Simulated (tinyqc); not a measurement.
Electron counts at which the sphere reaches the zone: Brillouin zone and empty-lattice bands of the hcp structure.

Primitive vectors a1 = a (1,0,0), a2 = a (-1/2, sqrt3/2, 0), a3 = (0,0,c); atoms at 0 and a1/3 + 2 a2/3 + a3/2. Reciprocal vectors obey a_i.b_j = 2 pi delta_ij; k is given in units of 2 pi/a. Empty-lattice levels are c0 (2 pi/a)^2 |k + G|^2, c0 = hbar^2/2m0. Points: M = (1/2, 1/(2 sqrt3), 0), K = (2/3, 0, 0), A = (0, 0, a/2c), L = M + A, H = K + A.

Constants: hbar^2/2m0 = 3.80998211 eV angstrom^2.

Values chosen for the exercise (out of a larger set: lattice near that of Zn; not measured data): a = 2.671 angstrom (lattice constant); ca = 1.842 (c/a).

Z = V kF^3/(6 pi^2), V the volume of the primitive cell, with kF = |k| of each point.

Cases:

| point |
|---|
| M |
| K |
| A |
| L |
| H |

Rank the cases by Z per atom, lowest first.

Answer: A, M, L, K, H.

Results:

| point | \|k\| (2 pi/a) | Z per atom | EF there (eV) |
|---|---|---|---|
| M | 0.5774 | 1.286 | 7.028 |
| K | 0.6667 | 1.980 | 9.370 |
| A | 0.2714 | 0.134 | 1.553 |
| L | 0.6380 | 1.735 | 8.581 |
| H | 0.7198 | 2.492 | 10.924 |

The sphere first touches the zone at A, for Z = 0.134, and covers it at H, for Z = 2.492, while the zone itself holds 1 electron per atom. These counts do not depend on a, only on c/a. The face through A belongs to G = (0001), whose structure factor vanishes, so no first-order gap opens there.

Run: tinyqc, `OMP_NUM_THREADS=1 python tinyqc.py 1850816 1850817 out.jsonl`; Intel(R) Xeon(R) Processor @ 2.30GHz, one thread, shared host; about 0.02 s of CPU time with all checks.
